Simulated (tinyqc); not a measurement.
# An infinitely deep well in a field (quantum-confined Stark shift), Airy functions: effects of single changes

Hard walls at x = -L/2 and +L/2; between them U(x) = -F x (eV, zero at the centre). C = hbar^2/(2 m0), e = (C F^2/m1)^(1/3), z1 = (F L/2 - E)/e at the left wall and z2 = (-F L/2 - E)/e at the right wall. Levels are the roots of D(E) = Ai(z1) Bi(z2) - Ai(z2) Bi(z1).

Parameters, values chosen for the exercise: mass m1 = 0.073 m0; well width L = 18 nm; field F = 0.0019 V/nm.

Constants: q = 1.602176634e-19 C, hbar = 1.054571817e-34 J s, m0 = 9.1093837015e-31 kg, hbar^2/(2 m0) = 0.0380998212 eV nm^2. Results are converted to the units shown.

Each table varies one quantity; the others keep the values above.

## The Stark shift against mass

Exact shifts E_n(F) - E_n(0) from the roots of D; <x> = -dE_1/dF. E_n(0) = C (n pi/L)^2/m1; second-order shift m1 F^2 L^4 (1 - 15/(pi n)^2)/(48 C pi^2 n^2).

Results:

| m1 (m0) | F L/E_1(0) | shift of level 1 (meV) | second order, 1 (meV) | shift of level 2 (meV) | second order, 2 (meV) | <x> of level 1 (nm) |
|---|---|---|---|---|---|---|
| 0.021 | 0.6188 | -0.2290 | -0.2292 | 0.06818 | 0.06835 | 0.2409 |
| 0.03 | 0.8840 | -0.3269 | -0.3274 | 0.09715 | 0.09764 | 0.3436 |
| 0.063 | 1.856 | -0.6830 | -0.6876 | 0.2006 | 0.2050 | 0.7142 |
| 0.091 | 2.682 | -0.9796 | -0.9932 | 0.2830 | 0.2962 | 1.017 |
| 0.13 | 3.831 | -1.380 | -1.419 | 0.3860 | 0.4231 | 1.415 |
| 0.19 | 5.599 | -1.962 | -2.074 | 0.5107 | 0.6184 | 1.961 |

Estimate the missing row, m1 = 0.044 m0.

Computed row:

| m1 (m0) | F L/E_1(0) | shift of level 1 (meV) | second order, 1 (meV) | shift of level 2 (meV) | second order, 2 (meV) | <x> of level 1 (nm) |
|---|---|---|---|---|---|---|
| 0.044 | 1.297 | -0.4786 | -0.4802 | 0.1417 | 0.1432 | 0.5022 |

With this row back in the table: The shift of level 1 falls from -0.229 to -1.96 meV, as m1^(1.00) between the first two rows and m1^(0.93) between the last two (second order: power 1). Second order is 0.075 % above it in size in the first row and 5.7 % above it in the last. The shift of level 2 rises from 0.0682 to 0.511 meV.

## The Stark shift against well width

Same model as above.

Result of one run:

| L (nm) | F L/E_1(0) | shift of level 1 (meV) | second order, 1 (meV) | shift of level 2 (meV) | second order, 2 (meV) | <x> of level 1 (nm) |
|---|---|---|---|---|---|---|
| 13.1 | 0.8292 | -0.2232 | -0.2235 | 0.06636 | 0.06665 | 0.2346 |

What becomes of these results when the well width L is changed from 13.1 to 17.4 nm, all else the same?

Result of the changed run:

| L (nm) | F L/E_1(0) | shift of level 1 (meV) | second order, 1 (meV) | shift of level 2 (meV) | second order, 2 (meV) | <x> of level 1 (nm) |
|---|---|---|---|---|---|---|
| 17.4 | 1.943 | -0.6906 | -0.6957 | 0.2025 | 0.2075 | 0.7217 |

The whole series:

| L (nm) | F L/E_1(0) | shift of level 1 (meV) | second order, 1 (meV) | shift of level 2 (meV) | second order, 2 (meV) | <x> of level 1 (nm) |
|---|---|---|---|---|---|---|
| 11 | 0.4909 | -0.1111 | -0.1111 | 0.03308 | 0.03314 | 0.1169 |
| 13.1 | 0.8292 | -0.2232 | -0.2235 | 0.06636 | 0.06665 | 0.2346 |
| 15.2 | 1.295 | -0.4038 | -0.4051 | 0.1195 | 0.1208 | 0.4237 |
| 17.4 | 1.943 | -0.6906 | -0.6957 | 0.2025 | 0.2075 | 0.7217 |
| 19.5 | 2.735 | -1.082 | -1.097 | 0.3121 | 0.3272 | 1.123 |
| 21.6 | 3.717 | -1.610 | -1.652 | 0.4519 | 0.4927 | 1.653 |
| 23.8 | 4.973 | -2.329 | -2.435 | 0.6236 | 0.7262 | 2.350 |
| 25.9 | 6.408 | -3.182 | -3.415 | 0.7950 | 1.018 | 3.142 |

The shift of level 1 falls from -0.111 to -3.18 meV, as L^(3.99) between the first two rows and L^(3.69) between the last two (second order: power 4). Second order is 0.047 % above it in size in the first row and 7.3 % above it in the last. The shift of level 2 rises from 0.0331 to 0.795 meV.

Computed by the program tinyqc: `OMP_NUM_THREADS=1 python tinyqc.py 2580115 2580116 out.jsonl`, one thread of a shared Intel Xeon 2.30GHz, about 0.03 s for the whole run.
